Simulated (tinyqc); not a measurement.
# Internal loss and injection efficiency from two cavity lengths

Problem. The differential efficiency of both facets obeys 1/eta_d = (1/eta)[1 + 2 ai Lc/ln(1/(R1 R2))]. Find eta and ai.

Values chosen for this exercise: front reflectance R1 = 0.3; back reflectance R2 = 0.3.

differential efficiency at Lc = 750 and 1875 um: [0.31613509, 0.17255256]

Answer. 1/eta_d is linear in Lc: the intercept is 1/eta, and slope over intercept is 2 ai/ln(1/(R1 R2)).

eta = 0.7100
ai = 20.00 1/cm

Computed by the program tinyqc: `OMP_NUM_THREADS=1 python tinyqc.py 2840011 2840012 out.jsonl`, one thread of a shared Intel Xeon 2.30GHz, about 0.01 s for the whole run.
